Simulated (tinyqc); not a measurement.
Inside a calculation. Model: p-type polysilicon, carrier trapping at grain boundaries.

Numbers from tinyqc (`OMP_NUM_THREADS=1 python tinyqc.py 2830069 2830070 out.jsonl`; about 0.01 s on one thread of a shared Intel Xeon 2.30GHz). Printed values are rounded.

One-dimensional grains of size Lg, uniform ionised doping N, monovalent traps Qt at each boundary at a depth Et below (for electrons) or above (for holes) the band edge there, abrupt depletion of width W on each side of a boundary, Boltzmann statistics. xi is the distance from the band edge at the grain centre to the Fermi level. Trapped charge Qt/(1 + exp((xi + VB - Et)/Vt)) = 2 N W, barrier VB = q N W^2/(2 eps0 eps_r).

Inputs (values chosen for the exercise); values of the order met in polycrystalline silicon: temperature T = 250 K; relative permittivity eps_r = 11.7; valence-band density of states at T NB = 2.02e19 cm^-3; grain size Lg = 230 nm; trap density of a grain boundary Qt = 5e12 cm^-2; depth of the trap level from the majority band edge at the boundary Et = 0.3 eV; mass for thermionic emission ms = 0.49 m0; correction factor of the emission rate fe = 0.5; mobility inside the grains mug = 66 cm^2/(V s); doping N = 1.7e18 cm^-3.

Constants: q = 1.602176634e-19 C, kB = 1.380649e-23 J/K, m0 = 9.1093837015e-31 kg, Vt = kB T/q, eps0 = 8.8541878128e-14 F/cm where lengths are in cm. Results are converted to the units shown.

## Starting value

W = 12 nm.

W at the start = 12 nm

## Iteration 1: new W

Partly depleted grain, xi = Vt ln(NB/N): f = 1/(1 + exp((xi + VB - Et)/Vt)), g = Qt f - 2 N W, g' = -2 Qt f (1 - f) VB/(W Vt) - 2 N, W(new) = W - g/g'.

VB = 0.1893029 V
f = 0.9348256
g = 5.941278e11 cm^-2
g' = -7.861398e11 cm^-2/nm
W after iteration 1 = 12.75575 nm

## Iteration 2: new W

As before.

VB = 0.2138981 V
f = 0.8207783
g = -2.330648e11 cm^-2
g' = -1.484997e12 cm^-2/nm
W after iteration 2 = 12.59881 nm

## Iteration 3: new W

As before.

VB = 0.2086669 V
f = 0.8537663
g = -1.476275e10 cm^-2
g' = -1.299837e12 cm^-2/nm
W after iteration 3 = 12.58745 nm

## Course of the iteration

Stop when the step is below 1e-10 nm, or after 40 iterations.

Course of the iteration:
```
iteration,W before the step (nm),step (nm)
1,12,0.756
2,12.75575,-0.157
3,12.59881,-0.0114
4,12.58745,-5.60e-5
5,12.58739,-1.35e-9
6,12.58739,< 1e-13
```

Converged in 6 iterations.

## Depletion width, Fermi level and barrier

If the trap equation with xi = Vt ln(NB/N) has a root W < Lg/2, the grain is partly depleted; otherwise W = Lg/2 and the trap equation gives xi = Et - VB + Vt ln(Qt/(N Lg) - 1). N* = Qt/Lg.

N* = 2.173913e17 cm^-3
W = 12.58739 nm
xi = 0.05332092 V
VB = 0.2082890 V
share of traps filled = 0.8559428

N is 7.82 N*, and the grain is partly depleted; VB = 9.67 Vt.

## Resistivity and effective mobility

n0 = NB exp(-xi/Vt); mean density n0 (1 - 2 W/Lg) by charge balance in a partly depleted grain, and n0 (sqrt(pi)/2) erf(u)/u with u = sqrt(VB/Vt) in a fully depleted one; v = sqrt(kB T/(2 pi ms m0)); barrier resistivity Vt exp(VB/Vt)/(q fe n0 v Lg); grain resistivity (1 - 2 W/Lg)/(q n0 mug); effective mobility 1/(q mean density total resistivity).

n0 = 1.7e18 cm^-3
mean density = 1.513925e18 cm^-3
v = 3.508158e6 cm/s
barrier resistivity = 30.99547 ohm cm
grain resistivity = 0.04953958 ohm cm
resistivity = 31.04501 ohm cm
effective mobility = 0.1327985 cm^2/(V s)

The resistivity is 558 times that of a single crystal with the same N and mobility mug, and the mean density is 89.1 % of N.
